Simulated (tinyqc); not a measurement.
Atomic layer deposition: Langmuir saturation, growth per cycle and coating of deep features: one step, computed by the program tinyqc.

Precursor A sticks only on free sites, so a long enough pulse saturates; co-reactant B then frees the sites again.

Question. Flux and saturation time. Wall flux F = p/sqrt(2 pi M k_B T); rate of filling k_a = beta F/q; desorption k_d = 1e13 exp(-E_d/(k_B T)) per second. 1/m^2 = 1e-18/nm^2. Temperatures in kelvin are T(C) + 273.15.

Inputs (values chosen for the exercise, modelled on zinc oxide from diethylzinc and water):

| quantity | value | unit |
|---|---|---|
| precursor mass M | 124 | u |
| site density q | 7 | 1/nm^2 |
| sticking probability beta on free sites | 0.042 | - |
| precursor pressure p | 1.9 | Pa |
| temperature T | 125 | C |
| desorption energy E_d | 1.54 | eV |

Constants: u = 1.6605390666e-27 kg; k_B = 1.380649e-23 J/K; k_B = 8.617333262e-05 eV/K.

Give: flux F; k_a; k_d; time to 99 % without desorption, ln(100)/k_a.

Answer.

flux F = 22530 1/(nm^2 s)

k_a = 135.2 1/s

k_d = 3.211e-07 1/s

time to 99 % without desorption, ln(100)/k_a = 0.03407 s
